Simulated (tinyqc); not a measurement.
Inside a calculation. Model: double-gate transistor, scale length and short-channel effects.

Numbers from tinyqc (`OMP_NUM_THREADS=1 python tinyqc.py 2420060 2420061 out.jsonl`; about 0.01 s on one thread of a shared Intel Xeon 2.30GHz). Printed values are rounded.

A body of thickness ts between two insulators of thickness ti and two tied gates. Below threshold the potential that source and drain add obeys Laplace's equation and vanishes on the gate. Its lowest mode decays along the channel as exp(-k y); k is the smallest positive root of the matching condition at the interface, and the scale length is Lambda = pi/k.

Values chosen for this exercise; permittivities: semiconductor close to that of gallium nitride, insulator close to that of hafnium oxide:
```
symbol  value  unit                                     meaning
T         300     K                                 temperature
eps_r    9.46        relative permittivity of the semiconductor
ei       21.6            relative permittivity of the insulator
ti        6.4    nm                         insulator thickness
ts       13.8    nm                              body thickness
L          49    nm                              channel length
Vbi      0.87     V                     potential of the source
sT        0.5     V   potential of the barrier top at threshold
VTL      0.34     V                      long-channel threshold
m           1                          long-channel body factor
Vds       0.5     V                               drain voltage
```

Constants: q = 1.602176634e-19 C, kB = 1.380649e-23 J/K, Vt = kB T/q. Results are converted to the units shown.

## Scan of the matching condition

k, point 0 to 7 (1/nm): [0.02375, 0.0475, 0.07125, 0.095, 0.11875, 0.1425, 0.16625, 0.19]

f(k) = ei cos(k ti) cos(k ts/2) - eps_r sin(k ti) sin(k ts/2).

f(k), point 0 to 7: [20.8312, 18.6009, 15.1297, 10.7607, 5.9261, 1.1038, -3.2295, -6.6455]

The first change of sign lies between k = 0.1425 and 0.16625 1/nm.

## Iteration 1: decay constant by Newton steps

k at the start = 0.166250 1/nm

f(k) = ei cos(k ti) cos(k ts/2) - eps_r sin(k ti) sin(k ts/2); f' by a central difference with +/- 1e-5 1/nm; k(new) = k - f/f'.

f = -3.22950
f' = -165.884 nm
k after iteration 1 = 0.146782 1/nm

## Iteration 2: decay constant by Newton steps

As before.

f = 0.273108
f' = -191.930 nm
k after iteration 2 = 0.148204 1/nm

## Course of the iteration: decay constant by Newton steps

Stop when k changes by less than 1e-10 1/nm, or after 30 iterations.

Course of the iteration:
```
iteration  k (1/nm)  |change| (1/nm)
1          0.146782           0.0195
2          0.148204          1.42e-3
3          0.148210          5.51e-6
4          0.148210         8.53e-11
```

Converged in 4 iterations. At the end the number of correct digits about doubles with each step.

## Scale length against simple estimates

k = 0.148210 1/nm

Lambda = pi/k and l = 1/k. A parabolic potential across the structure gives l(parabolic) = sqrt((eps_r/(2 ei)) ts ti (1 + ei ts/(4 eps_r ti))).

Lambda = 21.1969 nm
l = 6.74718 nm
l(parabolic) = 6.56852 nm

The parabolic estimate is 2.6 % below l.

## Threshold shift, barrier position and swing

Along the channel psi(y) = s + a exp(y/l) + b exp(-y/l) with psi(0) = Vbi, psi(L) = Vbi + Vds and l = 1/k = Lambda/pi; with A = Vbi - s, B = A + Vds, x = exp(-L/l): a = (B - A x) x/(1 - x^2), b = (A - B x)/(1 - x^2). The minimum is s + 2 sqrt(a b), at y = (l/2) ln(b/a). The long-channel potential follows the gate as s = sT + (Vg - VTL)/m, and the threshold VT is the gate voltage at which the minimum equals sT. Swing = m Vt ln 10/g at threshold, g = d(minimum)/ds = 1 - (b x + a)/((1 + x) sqrt(a b)).

s at threshold = 0.468140 V
a = 6.32457e-4 V
b = 0.401227 V
position of the minimum = 21.7687 nm
VT = 0.308140 V
swing = 63.1467 mV/decade

The threshold lies 31.9 mV below the long-channel value, and the barrier top sits at 0.44 L from the source.
